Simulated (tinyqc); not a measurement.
Against doping: dopants and charged point defects at anneal temperature: Fermi-level effect, clustering and pairing. Computed by tinyqc, a small Python program. Command: `OMP_NUM_THREADS=1 python tinyqc.py 3024341 3024342 out.jsonl pairing walk`. One thread of a shared host (Intel(R) Xeon(R) Processor @ 2.30GHz), about 0.02 s of CPU time with the checks.

Boltzmann statistics and full ionisation of active dopants. Energies are counted from the valence band; the defect (a vacancy or self-interstitial) has five charge states, with all degeneracy factors one.

Inputs (values chosen for the exercise, with bands modelled on germanium):
```
quantity                                         value   unit
gap at 0 K E_g0                                  0.741     eV
Varshni alpha                                 0.000487   eV/K
Varshni beta                                       243      K
electron mass m_e                                0.226    m_0
valleys M_c                                          4      -
hole mass m_h                                    0.342    m_0
anneal temperature T                               930      K
total dopant density N                         9.6e+18  cm^-3
formation enthalpy of the neutral defect H_f      3.25     eV
formation entropy S_f                              8.4    k_B
site density N_s                               4.7e+22  cm^-3
dopant atoms per cluster k                           2      -
cluster binding energy E_b                        1.11     eV
```

Dopant: donor. Second part: clustering of the dopant.

defect levels as fractions of E_g(T): (2+/+), (+/0), (0/-), (-/2-): 0.17  0.11  0.62  0.86

Constants: m_0 = 9.1093837015e-31 kg; k_B = 1.380649e-23 J/K; h = 6.62607015e-34 J s; k_B = 8.617333262e-05 eV/K.

Method:
- E_g = E_g0 - alpha T^2/(T + beta).
- N_c = 2 M_c (2 pi m_e k_B T/h^2)^(3/2) and N_v = 2 (2 pi m_h k_B T/h^2)^(3/2), masses in units of m_0.
- n_i = sqrt(N_c N_v) exp(-E_g/2 k_B T); E_i = E_g/2 + (k_B T/2) ln(N_v/N_c).
- n = A/2 + sqrt(A^2/4 + n_i^2) for an active density A.
- k ionised dopants and k carriers form one neutral cluster: C = N_s (A/N_s)^k (n/N_b)^k exp(E_b/k_B T), N_b the effective density of states of the majority band, and N = A + k C (60 bisections in ln A between ln N - 90 and ln N).
- chi = n/n_i (for acceptors n_i/p); E_F = E_i + k_B T ln chi; field enhancement h = 1 + A/sqrt(A^2 + 4 n_i^2).
- C_0 = N_s exp(S_f/k_B) exp(-H_f/k_B T). Ratios to the neutral state at E_F = E_i: r_+ = exp((E(+/0) - E_i)/k_B T), r_2+ = r_+ exp((E(2+/+) - E_i)/k_B T), r_- = exp((E_i - E(0/-))/k_B T), r_2- = r_- exp((E_i - E(-/2-))/k_B T); at other E_F state q scales as chi^(-q). The enhancement is sum r_q chi^(-q)/sum r_q. The charge on the defects is left out of neutrality.
- chi = n/n_i; h = 1 + A/sqrt(A^2 + 4 n_i^2); the dopant diffusivity over its intrinsic value is D/D_i = enhancement x h x A/N, if every charge state carries the dopant equally well.

E_g = 0.381915 eV

k_B T = 0.0801412 eV

n_i = 3.70616e+18 cm^-3

E_i = 0.160308 eV

effective density of states N_b of the majority band = 5.88623e+19 cm^-3

neutral defects C_0 = 5.10556e+08 cm^-3

Charge states:
```
state  ratio r  intrinsic (cm^-3)  doped (cm^-3)
2+     0.06951        3.54882e+07    1.37763e+07
+      0.22852        1.16674e+08    7.26940e+07
0      1.00000        5.10556e+08    5.10556e+08
-      0.38508        1.96605e+08    3.15551e+08
2-     0.04725        2.41230e+07    6.21415e+07
```

Trend at the anneal temperature:
```
N (cm^-3)  active A (cm^-3)     chi  defect enhancement  mean charge    D/D_i
1.10e+17         1.0791e+17  1.0147              1.0010     -0.07376  0.99624
3.10e+17         2.9369e+17  1.0404              1.0031     -0.08922  0.98790
8.40e+17         7.2751e+17  1.1030              1.0093     -0.12494  0.95957
2.30e+18         1.6066e+18  1.2400              1.0285     -0.19558  0.87061
6.40e+18         2.9854e+18  1.4808              1.0748     -0.30096  0.68870
1.80e+19         4.7573e+18  1.8301              1.1608     -0.42558  0.47250
4.90e+19         6.8188e+18  2.2787              1.2925     -0.55493  0.30164
1.30e+20         9.2411e+18  2.8449              1.4834     -0.68678  0.18771
3.70e+20         1.2448e+19  3.6340              1.7866     -0.83258  0.11176
```

Well below n_i = 3.71e18 cm^-3 chi and the enhancement are near 1. At any doping d ln(enhancement)/d ln chi equals minus the mean charge, which goes from -0.07 to -0.83 over the rows. Clustering bends A over: its exponent in N falls to 0.28, towards 1/(2k) = 0.250.
